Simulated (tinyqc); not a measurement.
Comparisons within one model: donor near an oxide interface in a gate field (two-state model). A value that a table varies takes the place of the one given here.

Interface at z = 0 (hard wall), donor at z = d, field F pulling electrons to the interface: potential e F z; 1 kV/cm = 1e-5 eV/angstrom, c = hbar^2/2m0, q = e^2/(4 pi eps0), Q = (eps - eo)/(eps + eo). Donor state: E_D = e F d - ED - q Q/(4 eps d), the last term joining the images of ion and electron. Interface state: z exp(-b z/2) exp(-rho^2/(2 L^2)) with E_z = c b^2/(4 mz) + 3 e F/b + q Q b/(8 eps), minimised over b; in the plane at z = 3/b the ion (distance D = d - 3/b) and its image (D' = d + 3/b) give E_rho = c/(mt L^2) - (q/eps)(sqrt(pi)/L)[erfcx(D/L) + Q erfcx(D'/L)], erfcx(x) = exp(x^2) erfc(x), minimised over L. E_I = E_z + E_rho.

The two states couple by t = t0 exp(-D/aD) with t0 = q/(eps aD) (2 aD/L) sqrt(aD b/2) v, v a valley factor; this form is an estimate. With detuning u = E_D - E_I the splitting is sqrt(u^2 + 4 t^2) and the lower state has weight (1 - u/sqrt(u^2 + 4 t^2))/2 on the donor.

Constants: hbar^2/2m0 = 3.80998211 eV angstrom^2; e^2/(4 pi eps0) = 14.39964547 eV angstrom.

Inputs chosen for the exercise (near those of a donor in Si below SiO2, static dielectric constants; the results hold for these values, not for the real material): d = 90 angstrom (depth of the donor); ED = 31.3 meV (bulk binding energy); mz = 0.914 m0 (mass across the interface); mt = 0.195 m0 (mass in the plane); eps = 11.4 (dielectric constant of the semiconductor); eo = 3.9 (dielectric constant of the oxide); aD = 17.1 angstrom (donor radius); v = 0.33 (valley factor); Fl = (44.877, 51.889, 54.694, 56.096, 57.499, 60.304, 67.316) kV/cm (fields); dl = (65, 90, 120, 155, 200, 250) angstrom (depths).

## Sweeping the field

Both levels, the splitting, the donor weight and the mean depth w d + (1 - w) 3/b.

Results:

| F (kV/cm) | E_D (meV) | E_I (meV) | splitting (meV) | donor weight | mean depth (angstrom) |
|---|---|---|---|---|---|
| 44.877 | 7.369 | 12.746 | 5.48 | 0.991 | 89.5 |
| 51.889 | 13.680 | 15.759 | 2.28 | 0.957 | 87.7 |
| 54.694 | 16.205 | 16.905 | 1.13 | 0.809 | 79.8 |
| 56.096 | 17.466 | 17.467 | 0.876 | 0.500 | 63.2 |
| 57.499 | 18.729 | 18.022 | 1.11 | 0.182 | 46.0 |
| 60.304 | 21.254 | 19.112 | 2.30 | 0.034 | 37.4 |
| 67.316 | 27.564 | 21.735 | 5.88 | 0.004 | 34.3 |

E_D rises by 0.90 and E_I by 0.40 meV per kV/cm, so they cross once, near 56.1 kV/cm, where the splitting is 2t = 0.876 meV. The donor weight passes from 0.85 to 0.15 while the detuning goes from -2t to 2t, a window of 3.5 kV/cm or 6.3 % of the field; across the table the charge moves by 55 angstrom.

## Depth of the donor

Critical field, and the coupling, E_rho and L at that field.

Results:

| d (angstrom) | critical field (kV/cm) | e F d/ED | t (meV) | E_rho (meV) | L (angstrom) |
|---|---|---|---|---|---|
| 65 | 84.7 | 1.760 | 1.9 | -22.11 | 55 |
| 90 | 56.1 | 1.613 | 0.44 | -16.41 | 70 |
| 120 | 39.6 | 1.516 | 0.077 | -12.58 | 86 |
| 155 | 29.2 | 1.447 | 0.010 | -9.92 | 104 |
| 200 | 21.7 | 1.389 | 0.00082 | -7.82 | 126 |
| 250 | 16.9 | 1.346 | 4.9e-05 | -6.35 | 148 |

The critical field falls from 85 to 17 kV/cm, with exponent -1.20 in d, while t drops by a factor 3.9e+04, about e for each 18 angstrom at the end (aD = 17.1). One lattice plane (1.36 angstrom) of misplacement changes t by 8 % and the critical field by about 1.4 % at 120 angstrom.

## What each parameter does

Critical field (E_D = E_I), and t and L there. Each row changes one parameter from the base and keeps the others.

Results:

| case | critical field (kV/cm) | t (meV) | L (angstrom) |
|---|---|---|---|
| base | 56.1 | 0.438 | 69.8 |
| d = 80 angstrom | 65.0 | 0.787 | 64.0 |
| ED = 37.3 meV | 67.6 | 0.385 | 71.2 |
| aD = 18.8 angstrom | 56.1 | 0.609 | 69.8 |
| mz = 0.777 m0 | 58.1 | 0.464 | 69.2 |
| mt = 0.224 m0 | 55.0 | 0.471 | 65.7 |
| eo = 5.8 | 54.0 | 0.410 | 71.4 |
| eps = 12.1 | 57.8 | 0.393 | 71.7 |

The largest shifts from the base row, up to three for each result and ties (the steps differ in size, so this ranks the rows, not the parameters). critical field (kV/cm): ED +11.5, d +8.9, eo -2.1; unchanged at the printed digits by aD. t (meV): d +0.349, aD +0.171, ED -0.0526. L (angstrom): d -5.9, mt -4.1, eps +1.9; unchanged at the printed digits by aD.

Computed by tinyqc, a small Python program: `OMP_NUM_THREADS=1 python tinyqc.py 1281158 1281159 out.jsonl` (the numbers bound the seed that draws the inputs); one thread of a shared host (Intel(R) Xeon(R) Processor @ 2.30GHz), about 0.08 s for the whole set of steps.
